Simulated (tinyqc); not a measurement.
Inside a calculation. Method: CCSD on RHF in the sto-6g basis, frozen core, for BeH2, spin multiplicity 1. One step of it, computed by the program tinyqc.

Question. Iteration 1: building the Fock matrix. J_ij = sum D_kl (ij|kl), K_ij = sum D_kl (ik|jl); F = H + J - 0.5 K; E = tr D H + tr D J / 2 - 0.25 tr D K + E_nn.

D at the start:
```
,1Be 1s,1Be 2s,1Be 2px,1Be 2py,1Be 2pz,2H 1s,3H 1s
1Be 1s,2.042642,-0.173469,0.000000,0.000000,0.000000,-0.195440,-0.195440
1Be 2s,-0.173469,0.815799,0.000000,0.000000,0.000000,0.479000,0.479000
1Be 2px,0.000000,0.000000,0.000000,0.000000,0.000000,0.000000,0.000000
1Be 2py,0.000000,0.000000,0.000000,0.857751,0.000000,0.420120,-0.420120
1Be 2pz,0.000000,0.000000,0.000000,0.000000,0.000000,0.000000,0.000000
2H 1s,-0.195440,0.479000,0.000000,0.420120,0.000000,0.491386,0.079842
3H 1s,-0.195440,0.479000,0.000000,-0.420120,0.000000,0.079842,0.491386
```

core Hamiltonian H = T + V (hartree):
```
,1Be 1s,1Be 2s,1Be 2px,1Be 2py,1Be 2pz,2H 1s,3H 1s
1Be 1s,-8.601366,-2.025069,0.000000,0.000000,0.000000,-0.313238,-0.313238
1Be 2s,-2.025069,-2.715953,0.000000,0.000000,0.000000,-0.913503,-0.913503
1Be 2px,0.000000,0.000000,-2.217019,0.000000,0.000000,0.000000,0.000000
1Be 2py,0.000000,0.000000,0.000000,-2.390109,0.000000,-1.029015,1.029015
1Be 2pz,0.000000,0.000000,0.000000,0.000000,-2.217019,0.000000,0.000000
2H 1s,-0.313238,-0.913503,0.000000,-1.029015,0.000000,-1.942291,-0.046975
3H 1s,-0.313238,-0.913503,0.000000,1.029015,0.000000,-0.046975,-1.942291
```

Two-electron integrals (ij|kl) in chemists' order, unique and non-zero (hartree):
```
i,j,k,l,(ij|kl)
1,1,1,1,2.299996
2,1,1,1,0.361879
2,1,2,1,0.071926
2,2,1,1,0.570332
2,2,2,1,0.139654
2,2,2,2,0.417773
3,1,3,1,0.015252
3,2,3,1,0.022555
3,2,3,2,0.092340
3,3,1,1,0.570332
3,3,2,1,0.139654
3,3,2,2,0.417773
3,3,3,3,0.450117
4,1,4,1,0.015252
4,2,4,1,0.022555
4,2,4,2,0.092340
4,3,4,3,0.024258
4,4,1,1,0.570332
4,4,2,1,0.139654
4,4,2,2,0.417773
4,4,3,3,0.401601
4,4,4,4,0.450117
5,1,5,1,0.015252
5,2,5,1,0.022555
5,2,5,2,0.092340
5,3,5,3,0.024258
5,4,5,4,0.024258
5,5,1,1,0.570332
5,5,2,1,0.139654
5,5,2,2,0.417773
5,5,3,3,0.401601
5,5,4,4,0.401601
5,5,5,5,0.450117
6,1,1,1,0.056595
6,1,2,1,0.010943
6,1,2,2,0.021233
6,1,3,3,0.021058
6,1,4,1,0.001087
6,1,4,2,0.002133
6,1,4,4,0.021585
6,1,5,5,0.021058
6,1,6,1,0.001762
6,2,1,1,0.156445
6,2,2,1,0.039037
6,2,2,2,0.129661
6,2,3,3,0.124547
6,2,4,1,0.005393
6,2,4,2,0.033477
6,2,4,4,0.139890
6,2,5,5,0.124547
6,2,6,1,0.006608
6,2,6,2,0.063474
6,3,3,1,0.003483
6,3,3,2,0.016510
6,3,4,3,0.005578
6,3,6,3,0.005309
6,4,1,1,0.175461
6,4,2,1,0.044280
6,4,2,2,0.153366
6,4,3,3,0.144398
6,4,4,1,0.008643
6,4,4,2,0.051976
6,4,4,4,0.171304
6,4,5,5,0.144398
6,4,6,1,0.007818
6,4,6,2,0.084962
6,4,6,4,0.116632
6,5,5,1,0.003483
6,5,5,2,0.016510
6,5,5,4,0.005578
6,5,6,5,0.005309
6,6,1,1,0.326689
6,6,2,1,0.083056
6,6,2,2,0.309075
6,6,3,3,0.287364
6,6,4,1,0.012585
6,6,4,2,0.103044
6,6,4,4,0.352498
6,6,5,5,0.287364
6,6,6,1,0.014430
6,6,6,2,0.198034
6,6,6,4,0.279989
6,6,6,6,0.774999
7,1,1,1,0.056595
7,1,2,1,0.010943
7,1,2,2,0.021233
7,1,3,3,0.021058
7,1,4,1,-0.001087
7,1,4,2,-0.002133
7,1,4,4,0.021585
7,1,5,5,0.021058
7,1,6,1,0.001593
7,1,6,2,0.005453
7,1,6,4,0.005983
7,1,6,6,0.011521
7,1,7,1,0.001762
7,2,1,1,0.156445
7,2,2,1,0.039037
7,2,2,2,0.129661
7,2,3,3,0.124547
7,2,4,1,-0.005393
7,2,4,2,-0.033477
7,2,4,4,0.139890
7,2,5,5,0.124547
7,2,6,1,0.005453
7,2,6,2,0.030971
7,2,6,4,0.033879
7,2,6,6,0.070534
7,2,7,1,0.006608
7,2,7,2,0.063474
7,3,3,1,0.003483
7,3,3,2,0.016510
7,3,4,3,-0.005578
7,3,6,3,0.001954
7,3,7,3,0.005309
7,4,1,1,-0.175461
7,4,2,1,-0.044280
7,4,2,2,-0.153366
7,4,3,3,-0.144398
7,4,4,1,0.008643
7,4,4,2,0.051976
7,4,4,4,-0.171304
7,4,5,5,-0.144398
7,4,6,1,-0.005983
7,4,6,2,-0.033879
7,4,6,4,-0.036115
7,4,6,6,-0.076826
7,4,7,1,-0.007818
7,4,7,2,-0.084962
7,4,7,4,0.116632
7,5,5,1,0.003483
7,5,5,2,0.016510
7,5,5,4,-0.005578
7,5,6,5,0.001954
7,5,7,5,0.005309
7,6,1,1,0.007822
7,6,2,1,0.001902
7,6,2,2,0.005790
7,6,3,3,0.005673
7,6,4,4,0.006024
7,6,5,5,0.005673
7,6,6,1,0.000292
7,6,6,2,0.001925
7,6,6,4,0.002344
7,6,6,6,0.004954
7,6,7,1,0.000292
7,6,7,2,0.001925
7,6,7,4,-0.002344
7,6,7,6,0.000083
7,7,1,1,0.326689
7,7,2,1,0.083056
7,7,2,2,0.309075
7,7,3,3,0.287364
7,7,4,1,-0.012585
7,7,4,2,-0.103044
7,7,4,4,0.352498
7,7,5,5,0.287364
7,7,6,1,0.011521
7,7,6,2,0.070534
7,7,6,4,0.076826
7,7,6,6,0.163826
7,7,7,1,0.014430
7,7,7,2,0.198034
7,7,7,4,-0.279989
7,7,7,6,0.004954
7,7,7,7,0.774999
```

nuclear repulsion = 2.78514322 hartree

Give: Coulomb J; exchange K; Fock matrix F; total energy of this density.

Answer.

Coulomb J (hartree):
```
,1Be 1s,1Be 2s,1Be 2px,1Be 2py,1Be 2pz,2H 1s,3H 1s
1Be 1s,6.3997,1.1705,0.0000,0.0000,0.0000,0.1823,0.1823
1Be 2s,1.1705,2.6099,0.0000,0.0000,0.0000,0.8497,0.8497
1Be 2px,0.0000,0.0000,2.5500,0.0000,0.0000,0.0000,0.0000
1Be 2py,0.0000,0.0000,0.0000,2.7299,0.0000,1.0276,-1.0276
1Be 2pz,0.0000,0.0000,0.0000,0.0000,2.5500,0.0000,0.0000
2H 1s,0.1823,0.8497,0.0000,1.0276,0.0000,2.2021,0.0375
3H 1s,0.1823,0.8497,0.0000,-1.0276,0.0000,0.0375,2.2021
```

exchange K (hartree):
```
,1Be 1s,1Be 2s,1Be 2px,1Be 2py,1Be 2pz,2H 1s,3H 1s
1Be 1s,4.6248,0.7671,0.0000,0.0000,0.0000,0.1205,0.1205
1Be 2s,0.7671,0.8600,0.0000,0.0000,0.0000,0.5081,0.5081
1Be 2px,0.0000,0.0000,0.1633,0.0000,0.0000,0.0000,0.0000
1Be 2py,0.0000,0.0000,0.0000,0.9743,0.0000,0.5864,-0.5864
1Be 2pz,0.0000,0.0000,0.0000,0.0000,0.1633,0.0000,0.0000
2H 1s,0.1205,0.5081,0.0000,0.5864,0.0000,0.9539,0.0158
3H 1s,0.1205,0.5081,0.0000,-0.5864,0.0000,0.0158,0.9539
```

Fock matrix F (hartree):
```
,1Be 1s,1Be 2s,1Be 2px,1Be 2py,1Be 2pz,2H 1s,3H 1s
1Be 1s,-4.5141,-1.2381,0.0000,0.0000,0.0000,-0.1912,-0.1912
1Be 2s,-1.2381,-0.5360,0.0000,0.0000,0.0000,-0.3179,-0.3179
1Be 2px,0.0000,0.0000,0.2513,0.0000,0.0000,0.0000,0.0000
1Be 2py,0.0000,0.0000,0.0000,-0.1474,0.0000,-0.2946,0.2946
1Be 2pz,0.0000,0.0000,0.0000,0.0000,0.2513,0.0000,0.0000
2H 1s,-0.1912,-0.3179,0.0000,-0.2946,0.0000,-0.2172,-0.0174
3H 1s,-0.1912,-0.3179,0.0000,0.2946,0.0000,-0.0174,-0.2172
```

total energy of this density = -15.619593 hartree
